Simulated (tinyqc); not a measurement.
# Inputs raised by 2 %, one at a time

Model: oxide trap near a transistor channel: two-state multiphonon kinetics, telegraph noise and bias instability. Computed by tinyqc, a small Python program. Command: `OMP_NUM_THREADS=1 python tinyqc.py 3007421 3007422 out.jsonl oxidetrap sens`. One thread of a shared host (Intel(R) Xeon(R) Processor @ 2.30GHz), about 0.01 s of CPU time with the checks.

An n-channel device under positive gate bias. The trap is empty (state 1) or holds an electron (state 2); both states are parabolas of equal curvature, and the electron reservoir is taken at the Fermi level of the channel.

Inputs (values chosen for the exercise, with an insulator like HfO2 on silicon):
```
quantity                                value   unit
insulator constant eps_ox                20.3      -
insulator thickness t_ox                    2     nm
trap depth x from the interface          0.35     nm
tunnel barrier phi_b                     1.54     eV
tunnelling mass m_ox                     0.21    m_0
trap level above E_F at zero field E_t   0.19     eV
relaxation energy E_R                     2.6     eV
oxide field F                               2  MV/cm
attempt rate k_0 at the interface       5e+12    1/s
temperature T                             400      K
channel width W                            40     nm
channel length L                           51     nm
frequency f                             10000     Hz
stress time t_s                           200      s
```

Parts treated: one trap.

Constants: hbar^2/(2 m_0) = 3.80998212 eV angstrom^2; k_B = 8.617333262e-05 eV/K; e = 1.602176634e-19 C; eps_0 = 8.8541878128e-12 F/m.

Method:
- kappa = sqrt(2 m_ox phi_b)/hbar = sqrt(m_ox phi_b/(hbar^2/2m_0)); attenuation length lambda = 1/(2 kappa); factor exp(-x/lambda) for a rectangular barrier.
- E_21 = E_t - e F x is the energy of state 2 over state 1; barriers E_c = (E_R + E_21)^2/(4 E_R), E_e = E_c - E_21; tau_c = exp(E_c/k_B T)/(k_0 P), tau_e = exp(E_e/k_B T)/(k_0 P), P the tunnelling factor; occupation f_2 = tau_e/(tau_c + tau_e); 1/tau_0 = 1/tau_c + 1/tau_e.
- Charge-sheet step dV = e (t_ox - x)/(eps_ox eps_0 W L); Lorentzian spectrum S(f) = 4 dV^2 tau_0^2/((tau_c + tau_e)(1 + (2 pi f tau_0)^2)); corner 1/(2 pi tau_0); variance dV^2 f_2 (1 - f_2) = dV^2 tau_0/(tau_c + tau_e).
- From the zero-field occupation f(0), f(t) = f_2 + (f(0) - f_2) exp(-t/tau_0) under the field; after t_s the field is removed and f relaxes with the zero-field constants.

Runs:
```
input moved                           from      to  emission time tau_e (s)  threshold step dV (mV)  corner frequency (Hz)  half-time of recovery (s)
base run                                 -       -               4.3437e-05                 0.72097                 3776.8                 1.1541e-05
trap depth x from the interface (nm)  0.35   0.357               4.6130e-05                 0.71791                 3560.7                 1.2021e-05
relaxation energy E_R (eV)             2.6   2.652               6.3286e-05                 0.72097                 2592.2                 1.6795e-05
temperature T (K)                      400     408               3.1028e-05                 0.72097                 5298.3                 8.3960e-06
insulator thickness t_ox (nm)            2    2.04               4.3437e-05                 0.73845                 3776.8                 1.1541e-05
tunnel barrier phi_b (eV)             1.54  1.5708               4.4327e-05                 0.72097                 3700.9                 1.1778e-05
tunnelling mass m_ox (m_0)            0.21  0.2142               4.4327e-05                 0.72097                 3700.9                 1.1778e-05
stress time t_s (s)                    200     204               4.3437e-05                 0.72097                 3776.8                 1.1541e-05
```

Exponents ln(y'/y) / ln(x'/x):
```
input                            emission time tau_e  threshold step dV  corner frequency  half-time of recovery
trap depth x from the interface                3.038             -0.215            -2.976                  2.060
relaxation energy E_R                         19.006              0.000           -19.006                 18.946
temperature T                                -16.988              0.000            17.094                -16.066
insulator thickness t_ox                       0.000              1.210             0.000                  0.000
tunnel barrier phi_b                           1.025              0.000            -1.025                  1.025
tunnelling mass m_ox                           1.025              0.000            -1.025                  1.025
stress time t_s                                0.000              0.000             0.000                  0.000
```

Which inputs matter most for each result?

Among the inputs moved here: emission time tau_e answers most in size to relaxation energy E_R (exponent +19.006), next to temperature T (-16.988); its exponent is below 0.0005 for insulator thickness t_ox, stress time t_s. Threshold step dV answers most in size to insulator thickness t_ox (exponent +1.210), next to trap depth x from the interface (-0.215); its exponent is below 0.0005 for relaxation energy E_R, temperature T, tunnel barrier phi_b, tunnelling mass m_ox, stress time t_s. Corner frequency answers most in size to relaxation energy E_R (exponent -19.006), next to temperature T (+17.094); its exponent is below 0.0005 for insulator thickness t_ox, stress time t_s. Half-time of recovery answers most in size to relaxation energy E_R (exponent +18.946), next to temperature T (-16.066); its exponent is below 0.0005 for insulator thickness t_ox, stress time t_s.
